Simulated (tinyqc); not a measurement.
Elastic strain and critical thickness of a cubic alloy layer A(1-x)B(x) on a thick substrate: one step, computed by the program tinyqc.

Strain is positive in tension. The layer is coherent with the substrate unless said otherwise.

Question. Biaxial strain, stress and energy. (001): D = 2 C12/C11, M = C11 + C12 - 2 C12^2/C11. The free surface carries no normal stress, so e_perp = -D f; dV/V = 2 f + e_perp; stress = M f; energy per area = M f^2 h (1 GPa nm = 1 J/m^2).

Inputs (values chosen for the exercise, for a model alloy): layer thickness h = 7.6 nm.

Growth plane: (001).

elastic constants (GPa): C11 132.4050, C12 58.8825, C44 58.3150

misfit f = 0.01827018

Give: ratio D; normal strain e_perp; volume strain dV/V; biaxial modulus M; in-plane stress; strain energy per area.

Answer.

ratio D = 0.88943

normal strain e_perp = -0.016250

volume strain dV/V = 0.020290

biaxial modulus M = 138.92 GPa

in-plane stress = 2.5380 GPa

strain energy per area = 0.35241 J/m^2
